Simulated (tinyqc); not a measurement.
What moves the results: inter-valley coupling by envelope functions against a chain of atomic planes. A value that a table varies takes the place of the one given here.

Chain: E(phi) = e0 + 2 v cos(phi) + 2 u cos(2 phi), cos(phi0) = -v/(4u), e0 = 2u + v^2/(4u); plane j = 0, 1, ... has the potential V_j = dE x_j + F (j - 30) a/4 (1 MV/m = 1e-4 V/angstrom). There are 30 barrier planes a side; with y = j - 29.5, x_j = xb (f(y) + f(Nw - y)), f(y) = 1/(1 + exp(y/L)), plus any Ge added in the well. The valley splitting is the spacing of the two lowest levels. Envelope theory: F_j solves a one-valley chain with hopping -b and diagonal 2b + V_j, b = 4u sin^2(phi0), sum F_j^2 = 1; the valleys couple by Dv = sum_j F_j^2 V_j exp(-2 i phi0 j) and split by 2|Dv|.

Parameters, chosen for this exercise (near those of the Delta valleys of silicon in a SiGe well; the results hold for these values, not for the real material):

| symbol | value | unit | meaning |
|---|---|---|---|
| a | 5.431 | angstrom | lattice constant; planes lie a/4 apart |
| u | 0.618 | eV | second-neighbour hopping |
| v | 0.571 | eV | nearest hopping |
| Nw | 37 |  | planes in the well |
| L | 0.75 | planes | interface width |
| xb | 0.35 |  | Ge fraction of the barriers |
| dE | 0.6 | eV | offset per unit Ge fraction |
| F | 8 | MV/m | field |
| xs | 0.03 |  | Ge fraction added on that plane |
| xw | 0.01 |  | mean Ge fraction of the wiggle |
| x0 | 3436 |  | start of the number sequence |
| na | 8000 |  | atoms a plane under the dot |
| js | 40 |  | plane j of a Ge spike (the well starts at j = 30) |

## Position of the spike

The spike is moved through the well; position counted from the first well plane, j - 30.

Against position:

| j - 30 | F_j^2, smooth | mean of the doublet (meV) | splitting, chain (micro-eV) | envelope | first order |
|---|---|---|---|---|---|
| 2 | 0.01464 | 30.40 | 516 | 509 | 527 |
| 4 | 0.02425 | 30.56 | 847 | 839 | 873 |
| 7 | 0.03806 | 30.80 | 1300 | 1289 | 1370 |
| 11 | 0.04908 | 31.00 | 1724 | 1716 | 1767 |
| 15 | 0.04868 | 31.00 | 1684 | 1680 | 1753 |
| 18 | 0.04237 | 30.88 | 1487 | 1484 | 1525 |
| 24 | 0.02374 | 30.55 | 777 | 775 | 855 |
| 30 | 0.00839 | 30.29 | 303 | 301 | 302 |
| 35 | 0.00172 | 30.18 | 73 | 70 | 62 |

How do the results move?

The splitting is largest at plane 11 among these rows (1724 micro-eV), and the smooth envelope peaks at plane 13, counting all planes; without a spike it is 23. Where the splitting exceeds 20 micro-eV the envelope theory lies within 4.3 % of the chain and first order within 15 %.

## A periodic Ge profile (wiggle well)

periods (planes): pi/phi0 1.74157, pi/(pi - phi0) 2.34850

Added fraction xw (1 - cos(2 pi (j - 30)/p)) on the well planes; p = f times the resonant period pi/(pi - phi0). At resonance the estimate is dE xw.

Against period:

| f | p (planes) | mean of the doublet (meV) | splitting, chain (micro-eV) | envelope |
|---|---|---|---|---|
| 0.90 | 2.1136 | 36.00 | 525 | 555 |
| 0.95 | 2.2311 | 35.94 | 3330 | 3418 |
| 0.98 | 2.3015 | 36.03 | 5399 | 5430 |
| 0.99 | 2.3250 | 36.05 | 5768 | 5766 |
| 1.00 | 2.3485 | 36.06 | 5904 | 5873 |
| 1.01 | 2.3720 | 36.05 | 5805 | 5750 |
| 1.02 | 2.3955 | 36.03 | 5502 | 5431 |
| 1.05 | 2.4659 | 35.96 | 3822 | 3732 |
| 1.10 | 2.5833 | 35.96 | 1091 | 1028 |
| 1.50 | 3.5227 | 36.05 | 27 | 23 |
| 3.00 | 7.0455 | 36.07 | 22 | 22 |

What does this show, and why?

The splitting peaks at f = 1 with 5.90 meV, against the estimate dE xw = 6.00 meV, and is 0.91 and 0.93 of the value at f = 1 two per cent off to either side: the width of the resonance is set by the number of periods under the envelope. At f = 3 it is 22 micro-eV. The chain has one orbital a plane and knows only this resonance; longer periods that work through other bands are outside it.

## Random alloy fluctuations

A uniform fraction x is added on all planes. Each plane j then fluctuates by q sqrt(x_j (1 - x_j)/na) in Ge fraction, q = sqrt12 (z/2147483647 - 1/2) with z(new) = 16807 z mod 2147483647 from x0, restarted for each row; 24 samples. Theory: Dv is a complex Gaussian with sigma^2 = dE^2 sum F_j^4 x_j (1 - x_j)/na, and the mean splitting is sqrt(pi) sigma if the smooth part is negligible.

Splitting (micro-eV):

| x | sigma | sqrt(pi) sigma | mean of 24 | least | largest |
|---|---|---|---|---|---|
| 0.00 | 29.4 | 52.2 | 55.2 | 3.3 | 110.2 |
| 0.01 | 131.2 | 232.5 | 230.7 | 88.0 | 418.3 |
| 0.02 | 182.3 | 323.1 | 321.4 | 125.6 | 577.1 |
| 0.05 | 281.5 | 499.0 | 498.0 | 198.0 | 900.2 |
| 0.10 | 386.5 | 685.1 | 684.8 | 274.3 | 1247.7 |

How do the results move?

Without added Ge the disorder sits in the barriers, where the state is small: mean 55.2 micro-eV, against 23 for the smooth well. With 5 % Ge in the well the mean is 498, theory 499, with a statistical error of about 11 % for 24 samples; the miss is 0 %, and since every row reuses one sequence the rows with added Ge miss alike. The spread grows with the mean: at 5 % the samples run from 198 to 900, so small splittings remain possible. sigma falls as 1/sqrt(na) for larger dots. A chain with one orbital a plane has no Bloch-function factor, which scales all these couplings down in fuller models.

## What each parameter does

Chain with the spike on plane js. Each row changes one parameter from the base and keeps the others.

Results:

| case | level (meV) | splitting (micro-eV) |
|---|---|---|
| base | 30.967 | 1615.7 |
| Nw = 43 | 30.108 | 1487.8 |
| L = 1.25 planes | 31.991 | 1620.2 |
| xb = 0.4 | 31.356 | 1611.9 |
| dE = 0.66 eV | 31.324 | 1768.7 |
| F = 10 MV/m | 34.865 | 1726.6 |
| js = 43 | 31.024 | 1759.0 |
| xs = 0.039 | 31.199 | 2079.5 |

How do the results move?

The largest shifts from the base row, up to three for each result and ties (the steps differ in size, so this ranks the rows, not the parameters). level (meV): F +3.897, L +1.024, Nw -0.860. splitting (micro-eV): xs +463.8, dE +153.0, js +143.3.

Program tinyqc; command `OMP_NUM_THREADS=1 python tinyqc.py 1452763 1452764 out.jsonl`; about 0.07 s on one thread of a shared Intel(R) Xeon(R) Processor @ 2.30GHz.
